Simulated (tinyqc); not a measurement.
Equilibrium and kinetic segregation of a solute to boundaries and growing surfaces: one step, computed by the program tinyqc.

Problem. Depletion of small grains. With theta the solute fraction on boundary sites and x that in the grains, theta/(1 - theta) = [x/(1 - x)] exp[(Q + z w theta)/(k_B T)]. Finite grains: boundary sites are the fraction f = 3 delta/d, and x0 = (1 - f) x + f theta; solve both equations for theta; share at boundaries = f theta/x0.

Inputs (values chosen for the exercise, modelled on phosphorus in polycrystalline silicon):

| quantity | value | unit |
|---|---|---|
| segregation energy Q | 0.45 | eV |
| interaction z w (positive attracts) | 0.19 | eV |
| total solute fraction x0 | 0.00018 | - |
| temperature T | 1125 | K |
| grain size d | 1500 | nm |
| boundary thickness delta | 0.38 | nm |

Isotherm: Fowler-Guggenheim.

Constants: k_B = 8.617333262e-05 eV/K.

Give: site fraction f; coverage theta; fraction x left in the grains; share of solute at boundaries; enrichment theta/x.

Solution.

site fraction f = 7.60e-04

coverage theta = 0.017593

fraction x left in the grains = 1.6676e-04

share of solute at boundaries = 7.4280 %

enrichment theta/x = 105.50
